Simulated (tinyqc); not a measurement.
## Trap density and scattering coefficient from 1/f noise

Problem. f S = K0 (1 + ac mu Cox I/gm)^2 with K0 = q^2 Vt lt Nt/(W L Cox^2), Vt in eV and Nt per eV. Find K0, Nt and ac.

Inputs (values chosen for the exercise):
- T = 325 K (temperature)
- L = 180 nm (gate length)
- W = 80 um (total gate width)
- Cox = 2.22 uF/cm^2 (gate capacitance)
- mu = 120 cm^2/(V s) (mobility)
- lt = 0.1 nm (tunnelling length into the oxide)

Constants: q = 1.602176634e-19 C, kB = 1.380649e-23 J/K, Vt = kB T/q. Results are converted to the units shown.

I/gm at two biases (V): 0.0439190423  0.222021531
f S at these biases (V^2): 1.22599001e-12  2.48871239e-12

Answer. sqrt(f S) is linear in I/gm: the intercept is sqrt(K0), and slope over intercept is ac mu Cox.

K0 = 9.83e-13 V^2
Nt = 9.70e16 cm^-3 eV^-1
ac = 1.00e4 V s/C

Computed by the program tinyqc: `OMP_NUM_THREADS=1 python tinyqc.py 2150052 2150053 out.jsonl`, one thread of a shared Intel Xeon 2.30GHz, about 0.01 s for the whole run.
